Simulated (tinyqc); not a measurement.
What each parameter does: eight-band Kane k.p model.

Eight-band Kane model, basis S, X, Y, Z times spin, zero of energy at the top of the unstrained valence band, c = hbar^2/2m0. Within each spin: H_SS = Eg + A c k^2, H_SX = i P kx (likewise Y, Z), H_XX = -Dso/3 + L kx^2 + M (ky^2 + kz^2), H_XY = N kx ky, and cyclic. Spin-orbit term (Dso/3) L.sigma on X, Y, Z with (L_k)_ij = -i epsilon_kij: <X+|H|Y+> = -i Dso/3, <X+|H|Z-> = Dso/3, <Y+|H|Z-> = -i Dso/3, <Z+|H|X-> = -Dso/3, <Z+|H|Y-> = i Dso/3, <X-|H|Y-> = i Dso/3, and their conjugates; + and - are the spin along z. Terms from inversion asymmetry are left out, so every level is twofold.

P = sqrt(Ep c); A = 1/me - Ep (Eg + 2 Dso/3)/(Eg (Eg + Dso)) keeps the electron mass; g1' = g1 - Ep/(3 Eg), g2' = g2 - Ep/(6 Eg), g3' = g3 - Ep/(6 Eg) remove the coupling to S that the Luttinger values already hold; L = -c (g1' + 4 g2'), M = -c (g1' - 2 g2'), N = -6 c g3'.

Constants: hbar^2/2m0 = 3.80998211 eV angstrom^2.

Parameters, chosen for this exercise (near those of Ge; not measured data):
- Eg = 0.896 eV (gap at Gamma to the s-like level)
- Dso = 0.287 eV (spin-orbit splitting)
- Ep = 26.4 eV (Kane energy)
- me = 0.0377 m0 (electron mass at Gamma)
- g1 = 13.36 (Luttinger gamma1)
- g2 = 4.24 (gamma2)
- g3 = 5.68 (gamma3)
- kmax = 0.05 1/angstrom (end of the path)

Unstrained; levels at |k| = kmax along [100], all derived values formed anew.

One parameter was then changed.

Results before and after:
```
case     conduction (eV)  heavy hole (eV)  light hole (eV)  split-off (eV)
base              1.1017          -0.0465          -0.1463         -0.4063
changed           1.1013          -0.0465          -0.1427         -0.3825
```

Which of these changes was made? (a) Ep = 23.76 eV; (b) me = 0.0415 m0; (c) g2 = 4.664; (d) g3 = 5.112; (e) g1 = 14.696; (f) Dso = 0.2583 eV; (g) Eg = 0.9856 eV.

Answer: (f) Dso = 0.2583 eV. Of the candidates, run in turn, only this one gives the changed row.

All candidates:
```
case             conduction (eV)  heavy hole (eV)  light hole (eV)  split-off (eV)
base                      1.1017          -0.0465          -0.1463         -0.4063
Eg = 0.9856 eV            1.1941          -0.0465          -0.1469         -0.4121
Dso = 0.2583 eV           1.1013          -0.0465          -0.1427         -0.3825
Ep = 23.76 eV             1.1020          -0.0465          -0.1459         -0.4093
me = 0.0415 m0            1.0821          -0.0465          -0.1479         -0.4083
g1 = 14.696               1.0998          -0.0592          -0.1582         -0.4180
g2 = 4.664                1.0993          -0.0384          -0.1455         -0.4128
g3 = 5.112                1.1017          -0.0465          -0.1463         -0.4063
```

Along [100] the heavy hole does not couple to S or to g3, so it follows g1 - 2 g2 alone.

Program tinyqc; command `OMP_NUM_THREADS=1 python tinyqc.py 1051013 1051014 out.jsonl`; about 0.07 s on one thread of a shared Intel(R) Xeon(R) Processor @ 2.30GHz.
